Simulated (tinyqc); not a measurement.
Franz-Keldysh effect at a direct gap: sweeps and comparisons. A value that a table varies takes the place of the one given here.

Parabolic bands, vertical transitions, no excitons. For each hole band j: mr = me mj/(me + mj); joint density of states J_j(E) = (mr/c)^(3/2) sqrt(E - Eg)/(2 pi^2), both spins, c = hbar^2/2m0; averaged matrix element |e.p|^2 = m0 Ep/6; alpha_j(E) = 4 pi^2 alpha_f c Ep J_j/(3 nr E) in 1/angstrom (alpha_f the fine-structure constant, listed as alpha among the constants), times 1e8 for 1/cm.

In a field Fd (1 kV/cm = 1e-5 V/angstrom) the electro-optic energy of band j is th = (c (e Fd)^2/mr)^(1/3), and sqrt(E - Eg) in J_j is replaced by pi sqrt(th) [Ai'(b)^2 - b Ai(b)^2] with b = (Eg - E)/th; Ai is the Airy function.

Constants: hbar^2/2m0 = 3.80998211 eV angstrom^2; fine-structure constant alpha = 0.007297352564.

Parameters, chosen for this exercise (near those of GaAs; shifted at random, so the results belong to these values and not to a real crystal):
```
symbol  value   unit   meaning
Eg      1.441   eV     direct gap
me      0.0692  m0     electron mass
mhh     0.494   m0     heavy-hole mass
mlh     0.0779  m0     light-hole mass
Ep      25.4    eV     Kane energy
nr      3.57           refractive index
Fd      190     kV/cm  uniform field
det     25      meV    detuning below the gap
```

## Spectrum around the gap

Absorption (1/cm):
```
E - Eg (eV)  alpha(0)   alpha(F)  change
-0.1524             0      3.273       3
-0.1219             0      13.88      14
-0.0914             0      53.52      54
-0.0610             0      183.8     184
-0.0305             0      556.0     556
0.0000              0       1444    1444
0.0305           4624       3149   -1475
0.0610           6406       5631    -775
0.0914           7686       8100     414
0.1219           8703       9442     739
0.1524           9545       9583      39
0.1829          10260       9893    -367
0.2439          11419  1.157e+04     149
0.3048          12320  1.239e+04      70
```

What does this show?

At the gap alpha(F) = 1444 1/cm; 121.9 meV below it 13.9 1/cm remain, the tail falling as exp(-(4/3) b^(3/2)). Among the energies listed the largest rise is 1444 1/cm at E - Eg = 0.0 meV and the largest fall -1475 1/cm at 30.5 meV. It changes sign between 0.0 and 30.5 meV, between 61.0 and 91.4 meV, between 152.4 and 182.9 meV and between 182.9 and 243.9 meV; th is 61.0 meV for heavy holes and 72.1 meV for light holes.

## Tail absorption against field

At E = Eg - det; the field takes the values listed. The last column is the length for 10 dB of loss.

Results:
```
Fd (kV/cm)  th heavy (meV)  b heavy  alpha (1/cm)  length (micrometre)
10                    8.56    2.920         0.305             7.54e+04
20                   13.59    1.839          9.58             2.40e+03
40                   21.58    1.159          72.5                  318
60                   28.27    0.884           161                  143
100                  39.74    0.629           339                 67.9
150                  52.08    0.480           534                 43.1
250                  73.21    0.342           842                 27.4
400                 100.14    0.250      1.18e+03                 19.5
```

What can be read from the table?

alpha grows by 2.7 decades from 10 to 60 kV/cm and by a factor 1.40 over the last step, where the field grows by 1.6: the exponent (4/3) b^(3/2) goes as 1/Fd, so the gain is steep only while b > 1 (deep in the tail the light-hole pair, with its smaller b, carries most of it), that is up to 40 kV/cm of those listed. Values below about 10 1/cm lie under the Urbach and exciton tails of a real crystal, left out here.

## What moves the tail

At E = Eg - det. Each row changes one parameter from the base and keeps the others.

Results:
```
case             th heavy (meV)  alpha (1/cm)
base                     60.966         668.3
Fd = 247 kV/cm           72.619         833.9
det = 35 meV             60.966         476.5
me = 0.0796 m0           58.542         744.3
mlh = 0.1013 m0          60.966         700.9
Ep = 27.9 eV             60.966         734.1
nr = 3.75                60.966         636.2
```

What does this show?

The largest shifts from the base row, up to three for each result and ties (the steps differ in size, so this ranks the rows, not the parameters). th heavy (meV): Fd +11.653, me -2.424; unchanged at the printed digits by det, mlh, Ep and nr. alpha (1/cm): det -192, Fd +166, me +76.0.

Computed by tinyqc, a small Python program: `OMP_NUM_THREADS=1 python tinyqc.py 1681393 1681394 out.jsonl` (the numbers bound the seed that draws the inputs); one thread of a shared host (Intel(R) Xeon(R) Processor @ 2.30GHz), about 0.01 s for the whole set of steps.
